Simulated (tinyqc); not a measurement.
Sublattice potential against complex hopping: Haldane model. Computed by the program tinyqc. Command: `OMP_NUM_THREADS=1 python tinyqc.py 111828 111829 out.jsonl`; one thread of a shared host (Intel(R) Xeon(R) Processor @ 2.60GHz), about 0.07 s.

Honeycomb lattice:
```
parameter      value
t1 (eV)     2.750000
t2 (eV)     0.440000
phi (rad)  -1.720000
```

H_AA = delta - 2 t2 sum cos(k.b + phi), H_BB = -delta - 2 t2 sum cos(k.b - phi), H_AB = -t1 (1 + exp(-i k.a1) + exp(-i k.a2)), b = a1, a2 - a1, -a2, m = 3 sqrt3 t2 sin(phi); the sign of the Chern number follows the orientation k1 then k2.

Gaps at the two valleys (eV) and Chern number of the lower band (12 x 12 mesh):
```
delta   gap 2|delta - m|  gap 2|delta + m|  Chern number
-4.070             3.618            12.662             0
-2.939             1.356            10.400             0
-1.357             1.808             7.236             1
0.000              4.522             4.522             1
0.904              6.330             2.714             1
1.696              7.914             1.130             1
2.826             10.174             1.130             0
4.522             13.566             4.522             0
```

Here |m| = 2.2609 eV. For |delta| < |m| the two valleys have masses of opposite sign and the Chern number is +/-1; one gap closes at |delta| = |m|, and beyond it the band is trivial.
